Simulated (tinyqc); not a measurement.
# One-diode model of a solar cell: what changes with what

J is the current delivered and Vj = V + J Rs the junction voltage. J = X JL - J01 (exp(Vj/(n1 Vt)) - 1) - Vj/Rp. The photocurrent does not depend on voltage.

Inputs (values chosen for the exercise); values of the order met in cells of a lead-halide perovskite: temperature T = 273 K; photocurrent at one sun JL = 23.4 mA/cm^2; concentration X = 1 suns; saturation current of the diode J01 = 8.9e-22 A/cm^2; ideality factor of the diode n1 = 1.12; series resistance Rs = 0 ohm cm^2; shunt resistance Rp = 2000 ohm cm^2; incident power at one sun Pin = 100 mW/cm^2.

Constants: q = 1.602176634e-19 C, kB = 1.380649e-23 J/K, Vt = kB T/q. Results are converted to the units shown.

Each table varies one quantity; the others keep the values above.

## Effect of the series resistance

Jsc at V = 0, Voc at J = 0, the maximum power point where J (1 + 2 Rs G) = G Vj with G = -dJ/dVj; FF = Vmp Jmp/(Voc Jsc); efficiency Vmp Jmp/(X Pin). Empirical fill factor without parasitics FF0 = (v - ln(v + 0.72))/(v + 1), v = Voc/(n1 Vt).

The same in every row: Voc (V) = 1.1775; FF0 = 0.89460.

Effect of the series resistance:

| Rs (ohm cm^2) | Jsc (mA/cm^2) | Vmp (V) | Jmp (mA/cm^2) | FF | efficiency (%) |
|---|---|---|---|---|---|
| 0 | 23.400 | 1.0785 | 22.328 | 0.87397 | 24.081 |
| 0.05 | 23.399 | 1.0774 | 22.327 | 0.87309 | 24.056 |
| 0.11 | 23.399 | 1.0762 | 22.326 | 0.87203 | 24.026 |
| 0.25 | 23.397 | 1.0732 | 22.323 | 0.86956 | 23.957 |
| 0.55 | 23.394 | 1.0668 | 22.316 | 0.86426 | 23.807 |
| 1.2 | 23.386 | 1.0531 | 22.301 | 0.85280 | 23.484 |
| 2.7 | 23.368 | 1.0214 | 22.262 | 0.82637 | 22.739 |
| 6 | 23.330 | 0.95273 | 22.158 | 0.76846 | 21.111 |

As Rs goes from 0 to 6, Voc stays at 1.18 V, FF falls from 0.874 to 0.768 and the efficiency falls from 24.1 to 21.1 %. Voc does not depend on Rs, since no current flows through it at open circuit; between the first two rows FF drops by 1.02 times rs = Rs Jsc/Voc in relative terms.

## Effect of the saturation current of the diode

Same model as above.

The same in every row: Jsc (mA/cm^2) = 23.40.

Effect of the saturation current of the diode:

| J01 (A/cm^2) | Voc (V) | Vmp (V) | Jmp (mA/cm^2) | FF | efficiency (%) | FF0 |
|---|---|---|---|---|---|---|
| 9e-24 | 1.298 | 1.197 | 22.32 | 0.8792 | 26.72 | 0.9023 |
| 9e-23 | 1.238 | 1.137 | 22.33 | 0.8768 | 25.40 | 0.8986 |
| 9e-22 | 1.177 | 1.078 | 22.33 | 0.8740 | 24.07 | 0.8946 |
| 9e-21 | 1.117 | 1.019 | 22.33 | 0.8708 | 22.75 | 0.8902 |
| 9e-20 | 1.056 | 0.9600 | 22.32 | 0.8672 | 21.43 | 0.8854 |
| 9e-19 | 0.9953 | 0.9010 | 22.31 | 0.8631 | 20.10 | 0.8801 |

As J01 goes from 9e-24 to 9e-19, Voc falls from 1.30 to 0.995 V, FF falls from 0.879 to 0.863 and the efficiency falls from 26.7 to 20.1 %. Voc changes by -60.6 mV a decade between the last two rows and -60.6 mV between the first two.

Program tinyqc, `OMP_NUM_THREADS=1 python tinyqc.py 2280134 2280135 out.jsonl`; Intel Xeon 2.30GHz, shared host, one thread, about 0.01 s.
